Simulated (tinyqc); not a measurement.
What each parameter does: inversion layer as a triangular well, valleys of the Si type.

Six ellipsoidal valleys with their long axes along the cube axes, mass ml along the axis and mt across it. For a valley whose axis makes the angle theta with the surface normal, 1/m_z = cos^2(theta)/ml + sin^2(theta)/mt sets the confinement; in the plane the masses are m_1 = mt and m_2 = ml mt/m_z, and m_d = sqrt(m_1 m_2).

The field is taken as constant, e F = 4 pi (e^2/4 pi eps0)(Nd + eta Ns)/eps, with 1e12/cm^2 = 1e-4/angstrom^2, and the oxide as a hard wall at z = 0; c = hbar^2/2m0.

Level j of a valley lies at E_j = a_j (c (e F)^2/m_z)^(1/3) above the band edge at the surface, with the Airy zeros a_j = 2.338107, 4.087949, 5.520560, 6.786708, 7.944134, 9.022651, 10.040174, 11.008524, 11.936016, 12.828777, and has <z> = 2 E_j/(3 e F).

Subband i holds n_i = g m_d/(2 pi c) kB T ln(1 + exp((EF - E_i)/kB T)) (spin included), and EF is fixed by sum n_i = Ns over the levels listed or, where none are listed, over j = 0 to 9 of each group; 1e12/cm^2 = 1e-4/angstrom^2.

Constants: hbar^2/2m0 = 3.80998211 eV angstrom^2; e^2/(4 pi eps0) = 14.39964547 eV angstrom; kB = 8.617333262e-05 eV/K.

Parameters, chosen for this exercise (near those of Si; shifted at random, so the results belong to these values and not to a real crystal):

| symbol | value | unit | meaning |
|---|---|---|---|
| ml | 0.925 | m0 | longitudinal mass |
| mt | 0.189 | m0 | transverse mass |
| eps | 11.7 |  | dielectric constant |
| Nd | 0.17 | x 1e12/cm^2 | depletion charge |
| eta | 0.75 |  | share of Ns in the effective field |
| face | 111 |  | surface |
| Ns | 2.2 | x 1e12/cm^2 | electron sheet density |
| T | 400 | K | temperature |

Field, ladders and EF anew.

Results for these values:

| case | lowest E (eV) | EF (eV) | share of lowest (%) | <z> (angstrom) |
|---|---|---|---|---|
| base | 0.1145 | 0.0212 | 91.0 | 29.19 |

What happens to each result for mt = 0.17 m0, all else kept?

Answer: lowest E rises from 0.1145 to 0.1182; EF rises from 0.0212 to 0.0273; share of lowest rises from 91.0 to 91.7; <z> rises from 29.19 to 29.96.

The same for each parameter in turn:

| case | lowest E (eV) | EF (eV) | share of lowest (%) | <z> (angstrom) |
|---|---|---|---|---|
| base | 0.1145 | 0.0212 | 91.0 | 29.19 |
| Ns = 4.4 x 1e12/cm^2 | 0.1760 | 0.1103 | 97.6 | 22.27 |
| Nd = 0.34 x 1e12/cm^2 | 0.1215 | 0.0287 | 92.3 | 28.01 |
| T = 460 K | 0.1145 | -0.0001 | 87.4 | 30.13 |
| ml = 1.018 m0 | 0.1141 | 0.0193 | 90.9 | 29.12 |
| mt = 0.17 m0 | 0.1182 | 0.0273 | 91.7 | 29.96 |
| eps = 10.5 | 0.1230 | 0.0303 | 92.5 | 27.78 |

Program tinyqc; command `OMP_NUM_THREADS=1 python tinyqc.py 1252623 1252624 out.jsonl`; about 0.02 s on one thread of a shared Intel(R) Xeon(R) Processor @ 2.30GHz.
